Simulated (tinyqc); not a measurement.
Changing the trap density N_t: space-charge-limited current through a thin insulating or semi-insulating film with traps. Computed by tinyqc, a small Python program. Command: `OMP_NUM_THREADS=1 python tinyqc.py 3020755 3020756 out.jsonl sclc sweep`. One thread of a shared host (Intel(R) Xeon(R) Processor @ 2.30GHz), about 0.01 s of CPU time with the checks.

One ohmic injecting contact at x = 0 (field zero), drift only, non-degenerate free carriers.

Inputs (values chosen for the exercise, modelled on Si3N4):
```
quantity                                          value        unit
permittivity eps                                    7.5           -
band mobility mu                                   0.12  cm^2/(V s)
effective density of states N_c                   1e+20      1/cm^3
equilibrium Fermi level below the band edge, E_0   0.68          eV
thickness d                                         280          nm
free density at the anode, in units of N_c        3e-05           -
temperature T                                       350           K
characteristic temperature T_c                     1600           K
```

Traps: exponential tail.

Constants: k_B = 8.617333262e-05 eV/K; e = 1.602176634e-19 C; eps_0 = 8.8541878128e-12 F/m.

Method:
- Free density n_0 = N_c exp(-E_0/k_B T) in equilibrium; trapped density n_t(n) = N_t (n/N_c)^(T/T_c) (the low-temperature form).
- theta = n/(n + n_t) at the anode density; trap-filled-limit voltage V_TFL = e (N_t - n_t(n_0)) d^2/(2 eps eps_0).
- J = e mu n F and (eps eps_0/e) dF/dx = n - n_0 + n_t(n) - n_t(n_0) = rho(n). With F = J/(e mu n): d = (eps eps_0 J/(e^2 mu)) I_1 and V = (eps eps_0 J^2/(e^3 mu^2)) I_2, I_k = int_(n_L)^infinity dn/(n^(k+1) rho(n)), n_L the density at the anode; with u = n_L/n, 200 Gauss-Legendre points in t, u = 1 - (1 - t)^2.
- Anode field J/(e mu n_L); Mott-Gurney current (9/8) eps eps_0 mu V^2/d^3; ohmic current e n_0 mu V/d.

One run for each value:
```
trap density N_t (1/cm^3)  voltage V (V)  current density J (A/cm^2)    theta   V_TFL (V)
5.30e+14                           0.765                       2.366  0.98222  4.9764e-02
1.40e+15                           0.778                       2.413  0.95436  1.3145e-01
3.90e+15                           0.817                       2.546  0.88244  3.6619e-01
1.10e+16                           0.924                       2.918  0.72688  1.0328e+00
2.90e+16                           1.186                       3.837  0.50236  2.7230e+00
7.90e+16                           1.873                       6.295  0.27038  7.4177e+00
2.10e+17                           3.581                      12.514  0.12235  1.9718e+01
5.80e+17                           8.235                      29.697  0.04805  5.4459e+01
1.60e+18                          20.847                      76.592  0.01797  1.5023e+02
```

Over the rows, voltage V (V) rises from 0.765 to 20.8 (exponent d ln y / d ln x 0.018 between the first rows and 0.92 between the last); current density J (A/cm^2) rises from 2.37 to 76.6 (exponent d ln y / d ln x 0.020 between the first rows and 0.93 between the last); theta falls from 0.982 to 0.0180 (exponent d ln y / d ln x -0.030 between the first rows and -0.97 between the last). The exponent of V_TFL stays at 1: the charge of the filled traps.
